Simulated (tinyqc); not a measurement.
Threshold-voltage variability of a planar MOSFET, analytic estimates: one step of the calculation.

Three independent sources add in quadrature: random dopants in the depleted layer, metal-gate grains of two orientations, and roughness of the two gate edges acting through the roll-off VT = VT(long) - Vr exp(-L/l). These are first-order estimates: no three-dimensional electrostatics, no percolation.

Problem. Margin in standard deviations for the wanted yield. Cells fail independently with probability Q(k) = erfc(k/sqrt(2))/2 when the margin is k standard deviations, and Y = exp(-Nb Q(k)). phi = exp(-k^2/2)/sqrt(2 pi). Newton steps on ln Q(k) = ln(-ln(Y)/Nb): k(new) = k + [ln Q - ln(-ln(Y)/Nb)] Q/phi.

Values chosen for this exercise:
- Nb = 268435456 (number of cells)
- Y = 0.79 (wanted yield)

k after iteration 1 = 7.3390397

Find: Q(k); phi; k after iteration 2.

Solution.

Q(k) = 1.0757e-13
phi = 8.0359e-13
k after iteration 2 = 6.1333

tinyqc, about 0.01 s, one thread, Intel Xeon 2.30GHz (shared host): `OMP_NUM_THREADS=1 python tinyqc.py 2090029 2090030 out.jsonl`
